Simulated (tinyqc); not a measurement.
Comparisons within one model: donor level screened by free carriers (Yukawa potential). A value that a table varies takes the place of the one given here.

Potential -(q/(eps r)) exp(-ks r), q = e^2/(4 pi eps0). In units Ry* = Ry m/eps^2 and a* = a0 eps/m the problem is [-Laplacian - 2 exp(-x r)/r] psi = E psi with x = ks a*.

Converged values use 18 functions exp(-z r), z = 1.55^i, i = -11 to 6: S = 2/A^3, H = z_i z_j S - 2/(A + x)^2, A = z_i + z_j.

Screening wave number: Debye ks^2 = 4 pi q n/(eps kB T); Thomas-Fermi ks^2 = 6 pi q n/(eps EF) with EF = c (3 pi^2 n/gv)^(2/3)/m, c = hbar^2/2m0; the two are joined by 1/ks^2 = sqrt(1/ks_D^4 + 1/ks_TF^4). 1e18/cm^3 = 1e-6/angstrom^3, q = e^2/(4 pi eps0).

Constants: e^2/(4 pi eps0) = 14.39964547 eV angstrom; kB = 8.617333262e-05 eV/K; hbar^2/2m0 = 3.80998211 eV angstrom^2; Ry = 13.60569312 eV; a0 (Bohr radius) = 0.5291772105 angstrom.

Parameters, chosen for this exercise (near those of a donor in 4H SiC, with one mean mass; the results hold for these values, not for the real material): xs = (0.03, 0.15, 0.26, 0.57, 0.77, 0.94, 1.1) (values of x); m = 0.387 m0 (mass); eps = 9.5 (dielectric constant); gv = 3 (valleys); T = 400 K (temperature); nl = (0.15, 0.49, 1.5, 4.9, 15, 49, 150) x 1e18/cm^3 (densities); n = 4.9 x 1e18/cm^3 (free-carrier density).

## Towards the loss of the bound state

First order (-1 + 2x), one-parameter (minimum of z^2 - 8 z^3/(2z + x)^2) and converged 1s energies in Ry*, and the mean radius in a*; a dash marks an unbound result.

Results:
```
x,first order,trial function,converged,<r>
0.03,-0.9400,-0.9413,-0.9413,1.50
0.15,-0.7000,-0.7309,-0.7309,1.53
0.26,-0.4800,-0.5677,-0.5681,1.58
0.57,-,-0.2310,-0.2358,1.91
0.77,-,-0.0930,-0.1042,2.43
0.94,-,-0.0176,-0.0359,3.52
1.10,-,-,-0.0046,8.28
```

What does this show, and why?

First order loses the state at x = 0.5, the trial function reaches zero energy at x = 1.00, and the exact limit is 1.19. The radius starts at 1.5 a*, grows slowly at first (1.58 at x = 0.26), then steadily, and swells towards the end (8.3 at 1.10), where a single exponential fails: the binding vanishes as the square of the distance from 1.19.

## Binding against carrier density

Ry* = 58.3424 meV
a* = 12.990 angstrom

x from the joined ks; converged 1s binding (dash: x above 1.17, at or past the limit 1.19 where the state unbinds).

Results:
```
n (1e18/cm^3),EF/kB T,1/ks (angstrom),x,binding (meV),n^(1/3) a*
0.15,0.04,109.9,0.118,45.68,0.069
0.49,0.08,60.8,0.214,36.96,0.102
1.5,0.17,34.8,0.373,24.92,0.149
4.9,0.38,19.5,0.666,9.66,0.221
15,0.80,11.7,1.111,0.21,0.320
49,1.76,7.5,1.722,-,0.475
1.5e+02,3.71,5.7,2.290,-,0.690
```

What can be read from the table?

The binding falls from 45.7 to 0.2 meV (bare value 58.3); it passes half the bare value between 0.49 and 1.5 x 1e18/cm^3. The level is unbound, or bound by less than 0.001 Ry*, from 49 x 1e18/cm^3 on; as the density rises, it is lost by the time n^(1/3) a* reaches 0.48. x grows with exponent 0.50 in n at the start and 0.25 at the end (1/2 for Debye, 1/6 for Thomas-Fermi screening). The level survives to n^(1/3) a* = 0.32, past the 0.26 of the Mott rule, which corresponds to x = 1 for one valley with degenerate screening; here the level lasts until x = 1.19, the screening is at most the degenerate value, and overlap of donors is left out.

## What each parameter does

Ry* = Ry m/eps^2, a* = a0 eps/m, x = ks a* with the joined ks; converged binding. Each row changes one parameter from the base and keeps the others.

Results:
```
case,1/ks (angstrom),x,binding in Ry*,binding (meV)
base,19.5,0.666,0.166,9.66
n = 7.35 x 1e18/cm^3,16.1,0.807,0.086,5.04
T = 370 K,18.8,0.690,0.150,8.73
m = 0.433 m0,19.5,0.597,0.215,14.02
eps = 8.7,18.7,0.637,0.185,12.88
gv = 4,19.4,0.669,0.163,9.54
```

What can be read from the table?

The largest shifts from the base row, up to three for each result and ties (the steps differ in size, so this ranks the rows, not the parameters). 1/ks (angstrom): n -3.4, eps -0.8, T -0.7; unchanged at the printed digits by m. x: n +0.141, m -0.069, eps -0.029. binding in Ry*: n -0.079, m +0.049, eps +0.020. binding (meV): n -4.63, m +4.36, eps +3.22.

Run: tinyqc, `OMP_NUM_THREADS=1 python tinyqc.py 1281991 1281992 out.jsonl`; Intel(R) Xeon(R) Processor @ 2.30GHz, one thread, shared host; about 0.01 s of CPU time with all checks.
